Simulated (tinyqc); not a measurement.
Two-mode optical phonons of a ternary alloy from two coupled oscillators: one step, computed by the program tinyqc. Command: `OMP_NUM_THREADS=1 python tinyqc.py 3020475 3020476 out.jsonl twomode walk`. One thread of a shared host (Intel(R) Xeon(R) Processor @ 2.30GHz), about 0.01 s of CPU time with the checks.

An alloy A(x)B(1-x)C has an A-C and a B-C bond oscillator. Each TO frequency moves linearly from the impurity mode (dilute end) to the TO of the pure crystal; each strength is proportional to the number of bonds.

Problem. The two oscillators. omega_1 = (impurity mode of A) + x (omega_TO,AC - impurity mode of A); omega_2 = (impurity mode of B) + (1 - x)(omega_TO,BC - impurity mode of B); eps_inf = x eps_AC + (1 - x) eps_BC; strengths W_1 = x eps_AC (omega_LO,AC^2 - omega_TO,AC^2), W_2 = (1 - x) eps_BC (omega_LO,BC^2 - omega_TO,BC^2).

Inputs (values chosen for the exercise, for a model alloy):
```
quantity                  value  unit
omega_TO of pure AC         482  1/cm
omega_LO of pure AC         554  1/cm
omega_TO of pure BC         368  1/cm
omega_LO of pure BC         418  1/cm
eps_inf of AC              10.5     -
eps_inf of BC              11.8     -
impurity mode of A in BC    488  1/cm
impurity mode of B in AC    368  1/cm
fraction x of A            0.84     -
```

Give: omega_1 (A-C, TO); omega_2 (B-C, TO); eps_inf; W_1; W_2.

Solution.

omega_1 (A-C, TO) = 482.96 1/cm

omega_2 (B-C, TO) = 368 1/cm

eps_inf = 10.708

W_1 = 6.579e+05 1/cm^2

W_2 = 74198.4 1/cm^2
